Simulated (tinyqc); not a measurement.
Comparisons within one model: round or elliptic silicon nanowire with anisotropic valleys (Ritz method). A value that a table varies takes the place of the one given here.

Wire along x = [110] on a (001) wafer, y = [-110], z = [001]. Valley groups (w = inverse masses): A, two valleys along z: w_y = 1/mt, w_z = 1/ml, m_x = mt; B, four valleys in the wafer plane: w_y = (1/ml + 1/mt)/2, w_z = 1/mt, m_x = (ml + mt)/2.

Hard wall on the ellipse (y/a)^2 + (z/b)^2 = 1, c = hbar^2/2m0. With u = y/a, v = z/b the operator is -c [(w_y/a^2) d2/du2 + (w_z/b^2) d2/dv2] on the unit disc. Basis (1 - u^2 - v^2) u^i v^j; S, X and Y are the disc integrals of f f', (df/du)(df'/du) and (df/dv)(df'/dv), from the integral of u^p v^q = 2 Gamma((p+1)/2) Gamma((q+1)/2)/((p + q + 2) Gamma((p+q+2)/2)) for even p, q; H = c (w_y X/a^2 + w_z Y/b^2).

Converged values use 21 functions of each parity class (e or o in u, then in v).

Constants: hbar^2/2m0 = 3.80998211 eV angstrom^2.

Inputs chosen for the exercise (near those of a Si nanowire; not measured data):
- ml = 0.902 m0 (longitudinal mass)
- mt = 0.191 m0 (transverse mass)
- a = 15 angstrom (semi-axis along y)
- b = 15 angstrom (semi-axis along z)
- asp = (0.4, 0.6, 0.8, 1, 1.3, 1.8, 2.5) (ratios a/b)
- area = 7.1 nm^2 (cross-section, kept fixed)
- hw = 1.5 (height over mean width)

## Size of the basis

Lowest level of each group with 1, 3, 6 and 21 even functions.

Levels (meV):
```
functions       A       B
1          322.29  427.11
3          305.78  411.06
6          305.49  410.97
21         305.49  410.97
```

One function errs by 5.5 % for A and 3.9 % for B, six by 0.0017 and 0.00012 meV. The error grows with the axis ratio of the stretched ellipse (2.17, 1.28); for a circle it is 6/5.783 - 1 = 3.7 %.

## Flattening the wire at fixed area

a = sqrt(area x ratio/pi), b = a/ratio, 1 nm^2 = 100 angstrom^2; lowest level of each group.

Levels (eV):
```
a/b  a (angstrom)  b (angstrom)       A       B
0.4           9.5          23.8  0.6150  0.4827
0.6          11.6          19.4  0.4379  0.4101
0.8          13.4          16.8  0.3524  0.3975
1.0          15.0          15.0  0.3041  0.4092
1.3          17.1          13.2  0.2647  0.4475
1.8          20.2          11.2  0.2388  0.5348
2.5          23.8           9.5  0.2371  0.6744
```

Each group is lowest where its stretched ellipse is a circle, at a/b = sqrt(w_y/w_z): 2.17 for A and 0.78 for B. The lowest group is B in the first row and A in the last, crossing between a/b = 0.6 and 0.8; B - A is -132 meV in the first row and +437 meV in the last.

## Shape of the cross-section

Equal area, hard walls, lowest level of -c (w_y d2/dy2 + w_z d2/dz2), c = hbar^2/2m0. Rectangle W x H with H/W = hw; ellipse with b/a = hw; trapezoid of height H, base W/0.8 and top 0.6 of the base; isosceles triangle of height H and base 2W. Ellipse, trapezoid and triangle by converged Ritz bases; 1 nm^2 = 100 angstrom^2.

Levels:
```
shape      A (eV)  B (eV)  B - A (meV)
rectangle  0.4551  0.4369        -18.2
ellipse    0.4032  0.4018         -1.4
trapezoid  0.4281  0.4436         15.5
triangle   0.3247  0.5192        194.5
```

W = 21.8 angstrom
H = 32.6 angstrom

For group A the order is triangle, ellipse, trapezoid, rectangle, spanning 40 %. For group B the order is ellipse, rectangle, trapezoid, triangle, spanning 29 %. The ellipse lies below the rectangle for both groups, since corners hold little of the wave function. The triangle is lowest for A, whose light mass lies across the width and gains from the wide base. The spacing B - A of the valley groups runs from -18 to 195 meV.

## What each parameter does

Lowest level of groups A and B. Each row changes one parameter from the base and keeps the others.

Results:
```
case             A (eV)  B (eV)  B - A (meV)
base             0.3055  0.4110        105.5
a = 18 angstrom  0.2301  0.3624        132.3
b = 18 angstrom  0.2867  0.3333         46.6
ml = 1.01 m0     0.2990  0.4080        109.0
mt = 0.21 m0     0.2832  0.3763         93.0
```

The largest shifts from the base row, up to three for each result and ties (the steps differ in size, so this ranks the rows, not the parameters). A (eV): a -0.0754, mt -0.0222, b -0.0188. B (eV): b -0.0777, a -0.0486, mt -0.0347. B - A (meV): b -58.8, a +26.8, mt -12.4.

tinyqc: `OMP_NUM_THREADS=1 python tinyqc.py 1280341 1280342 out.jsonl`; about 0.09 s, one thread, shared Intel(R) Xeon(R) Processor @ 2.30GHz.
